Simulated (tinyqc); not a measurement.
## Ellipsometry and reflectance of a transparent film on an absorbing substrate: psi and Delta against the film thickness

Air (index 1), film, substrate with N2 = n2 - i k2; time factor exp(+i w t). q_j = sqrt(N_j^2 - sin^2 th), root with positive real part. Fresnel coefficients r_s = (q_a - q_b)/(q_a + q_b), r_p = (N_b^2 q_a - N_a^2 q_b)/(N_b^2 q_a + N_a^2 q_b). tan(Psi) exp(i Delta) = R_p/R_s, Delta taken from 0 to 360 degrees.

beta = 2 pi d q1/lam, X = exp(-2 i beta), R = (r01 + r12 X)/(1 + r01 r12 X) for p and s. The last column is the derivative of Delta.

Inputs (values chosen for the exercise); indices close to those of titanium dioxide on silicon:

| symbol | value | unit | meaning |
|---|---|---|---|
| lam | 632.8 | nm | wavelength |
| th | 70 | degrees | angle of incidence |
| n1 | 2.407 |  | index of the transparent film |
| n2 | 3.882 |  | index of the substrate |
| k2 | 0.019 |  | extinction coefficient of the substrate |

Psi and Delta against the film thickness:

| d (nm) | Psi (degrees) | Delta (degrees) | \|R_p\|^2 | \|R_s\|^2 | dDelta/dd (degrees/nm) |
|---|---|---|---|---|---|
| 0 | 10.57 | 179.2 | 0.02420 | 0.6947 | -3.210 |
| 16 | 11.90 | 130.4 | 0.02989 | 0.6734 | -2.781 |
| 31 | 14.81 | 92.96 | 0.04268 | 0.6108 | -2.255 |
| 47 | 18.91 | 58.78 | 0.05778 | 0.4926 | -2.111 |
| 62 | 23.05 | 24.50 | 0.06714 | 0.3708 | -2.539 |
| 78 | 23.53 | 341.5 | 0.06789 | 0.3581 | -2.624 |
| 93 | 19.57 | 306.1 | 0.05965 | 0.4719 | -2.143 |
| 109 | 15.35 | 272.2 | 0.04493 | 0.5967 | -2.202 |
| 124 | 12.27 | 235.9 | 0.03151 | 0.6665 | -2.688 |
| 140 | 10.61 | 188.1 | 0.02435 | 0.6942 | -3.197 |

Psi goes from 10.6 through a maximum of 23.5 (at d = 78 nm among the rows listed) to 10.6 degrees. The period is 142.8 nm, after which Psi and Delta return to the values of the bare substrate, so one angle and wavelength fix d only up to a multiple of it. The size of the slope of Delta runs from 2.11 to 3.21 degrees/nm among the rows; Delta is counted modulo 360 degrees, and sharper features can lie between the rows.

tinyqc, about 0.01 s, one thread, Intel Xeon 2.30GHz (shared host): `OMP_NUM_THREADS=1 python tinyqc.py 2870140 2870141 out.jsonl`
